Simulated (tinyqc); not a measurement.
Inside a calculation. Method: Hubbard chain of 5 sites. Computed by tinyqc, a small Python program that keeps every step. Settings: hopping = 1.27, U = 11.1, mixing = 1, iteration cap = 77. Command: `OMP_NUM_THREADS=1 python tinyqc.py 30492 30493 out.jsonl` (the two numbers bound the seeds that draw the settings). One thread of a shared host (Intel(R) Xeon(R) Processor @ 2.60GHz), about 0.2 s of CPU time with the checks. Later iterations appear only in the table of the cycle.

## Mean-field iteration 1

one-body matrix (hopping and site energies) (eV), lower triangle:
```
           1          2          3          4          5
1  -0.910000
2  -1.270000  -0.010000
3   0.000000  -1.270000  -0.530000
4   0.000000   0.000000  -1.270000   0.320000
5   0.000000   0.000000   0.000000  -1.270000  -0.020000
```

U = 11.100000 eV

electrons, up and down: 3  2

mixing = 1

n(up) at the start (a guess, not normalised): 1 0.600000, 2 0.600000, 3 0.600000, 4 0.600000, 5 0.600000

n(down) at the start (a guess): 1 0.400000, 2 0.400000, 3 0.400000, 4 0.400000, 5 0.400000

H(up) = T + U n(down), H(down) = T + U n(up); fill the lowest levels; n(new) = n + mixing (n(out) - n); E = tr T (rho up + rho down) + U sum n_up n_down of the output.

levels, up (eV): 1.988632  2.944789  4.004416  5.578028  6.534134

levels, down (eV): 4.208632  5.164789  6.224416  7.798028  8.754134

energy = 5.445278 eV

n(up) after iteration 1: 1 0.805142, 2 0.403615, 3 0.710374, 4 0.428967, 5 0.651902

n(down) after iteration 1: 1 0.586169, 2 0.373059, 3 0.433147, 4 0.383193, 5 0.224433

## Mean-field iteration 2

As before.

levels, up (eV): 1.671123  2.584115  4.236631  5.866934  6.691197

levels, down (eV): 3.473614  4.331368  7.399474  8.192589  8.752955

energy = 7.275291 eV

n(up) after iteration 2: 1 0.274480, 2 0.699282, 3 0.619396, 4 0.474791, 5 0.932052

n(down) after iteration 2: 1 0.075709, 2 0.845989, 3 0.167053, 4 0.775089, 5 0.136161

## Convergence

Each step fills the lowest levels of T + U n(other spin) and sets n(new) = n + mixing (n(out) - n); stop when output and input agree to 1e-8.

Course of the cycle:
```
iteration      E (eV)  largest |n(out) - n(in)|  mean |n_up - n_down|
1          5.44527802                  2.05e-01              0.200000
2          7.27529119                  5.31e-01              0.378802
3          8.85232256                  8.80e-01              0.430982
4          9.37950799                  9.63e-01              0.535005
5          7.42520958                  9.72e-01              0.573290
6          8.96587226                  9.72e-01              0.578436
7          7.42301943                  9.73e-01              0.578631
8          8.96689430                  9.73e-01              0.578809
9          7.42309242                  9.73e-01              0.578665
10         8.96690126                  9.73e-01              0.578811
11         7.42309288                  9.73e-01              0.578665
...               ...                       ...                   ...
67         7.42309289                  9.73e-01              0.578665
68         8.96690131                  9.73e-01              0.578811
69         7.42309289                  9.73e-01              0.578665
70         8.96690131                  9.73e-01              0.578811
71         7.42309289                  9.73e-01              0.578665
72         8.96690131                  9.73e-01              0.578811
73         7.42309289                  9.73e-01              0.578665
74         8.96690131                  9.73e-01              0.578811
75         7.42309289                  9.73e-01              0.578665
76         8.96690131                  9.73e-01              0.578811
77         7.42309289                  9.73e-01              0.578665
```

Not converged within 77 iterations: the residual has stopped falling: the iteration swings between two states. The lowest mean-field energy found from random starts is -2.30494 eV. Reruns (cap 100 unless said): mixing 0.2: converged in 95 (E = -2.30494); mixing 0.5: converged in 33 (E = -2.30494); mixing 0.9: not converged; the original settings with a cap of 400: not converged.

## Exact diagonalisation (100 states)

Lowest levels of the sector, and the double occupancy of the lowest state.

lowest levels (eV): -2.776585  -2.380868  -2.155813  -2.081908  -1.882483  -1.605494

double occupancy per site = 0.026800

## The lowest level by Lanczos steps

From a random start vector (not printed): a_j = <q_j|H|q_j>, b_j = norm of the remainder after orthogonalising; the Ritz value is the lowest eigenvalue of the tridiagonal matrix of a and b so far.

Lanczos:
```
j    a_j (eV)  b_j (eV)  lowest Ritz value (eV)
1    8.762445  7.707070              8.76244534
2   10.479396  8.940514              1.86618576
3    9.195629  4.475273             -2.08373143
4   12.811711  6.379856             -2.49546394
5   14.953467  7.040019             -2.57178886
6    5.798142  7.177405             -2.62100585
7   13.444729  6.608468             -2.69571041
8   13.639614  4.533425             -2.74251261
9   11.925156  8.608977             -2.74971772
10   8.490758  6.252774             -2.75739387
```
